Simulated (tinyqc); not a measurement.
Donor or exciton in a quantum well (variational effective-mass method). From binding energy back to dielectric constant eps. Computed by tinyqc, a small Python program. Command: `OMP_NUM_THREADS=1 python tinyqc.py 3022364 3022365 out.jsonl welldonor inv`. One thread of a shared host (Intel(R) Xeon(R) Processor @ 2.30GHz), about 0.2 s of CPU time with the checks.

Electron and hole in their lowest subbands f(z) = cos(pi z/L); relative in-plane motion exp(-rho/lambda) (separable trial function), H = -nabla_rho^2 - 2/sqrt(rho^2 + (z_e - z_h)^2) in effective units. Mass and screening are the same in well and barrier; l = L/a* is the width in effective units. Bands are flat: no polarisation or applied field.

Inputs (values chosen for the exercise, modelled on GaAs): electron mass m = 0.0691 m_0; well width L = 29 nm; in-plane hole mass m_h = 0.168 m_0.

Centre: exciton. Barriers: infinite.

Constants: Ry = 13.605693123 eV; a_0 = 0.529177210903 angstrom.

Method:
- mu = m m_h/(m + m_h) takes the place of m; Ry* = Ry m/eps^2, a* = a_0 eps/m; l = L/a*.
- k = pi/l; f = cos(k z) inside and zero outside.
- Binding E_b(lambda) = -1/lambda^2 + (8/lambda^2) int_0^l P(z) g(z) dz, with P(z) = (2/l) [(1 - z/l)(1 + cos(2 pi z/l)/2) + (3/(4 pi)) sin(2 pi z/l)] the distribution of |z_e - z_h| and g(z) = int_z^infinity exp(-2 sqrt(r^2 - z^2)/lambda) dr = int_0^infinity exp(-2 rho/lambda) rho/sqrt(rho^2 + z^2) d rho; 40 Gauss-Legendre points in z and 40 in t with rho = lambda t/(1 - t).
- Golden-section search for the maximum over lambda from 0.3 to 4, 40 steps.

Question. A run gave the result below. Find the dielectric constant eps, known to lie between 11 and 24.

binding energy = 6.679685 meV

Answer.

Each step takes the trial c = (a f_b - b f_a)/(f_b - f_a), f being the result less the target and a, b, c the logarithms of the listed values; c replaces end b, the old b replaces a if the sign of f changed, and otherwise f_a is halved.

Scan of the range:

| dielectric constant eps | binding energy (meV) |
|---|---|
| 11.0 | 7.76196 |
| 12.5 | 6.38753 |
| 14.3 | 5.19203 |
| 16.2 | 4.27584 |
| 18.5 | 3.47032 |
| 21.1 | 2.81592 |
| 24.0 | 2.28991 |

False position (Illinois rule, in the logarithm of the input) inside the bracket:

| step | end a | end b | trial | binding energy (meV) |
|---|---|---|---|---|
| 1 | 11.0000 | 12.5000 | 12.1649 | 6.65878 |
| 2 | 11.0000 | 12.1649 | 12.1195 | 6.69700 |
| 3 | 12.1649 | 12.1195 | 12.1400 | 6.67966 |
| 4 | 12.1195 | 12.1400 | 12.1400 | 6.67968 |
| 5 | 12.1195 | 12.1400 | 12.1400 | 6.67969 |
| 6 | 12.1400 | 12.1400 | 12.1400 | 6.67968 |

Binding energy falls at every point of a 13-point scan of the range (every second point is shown), so one value fits; it is bracketed by 11.0 and 12.5. Answer: dielectric constant eps = 12.14.

Caution: beyond about two Bohr radii the separable trial function begins to underestimate the binding, and in still wider wells it drops below the bulk value instead of tending to it.
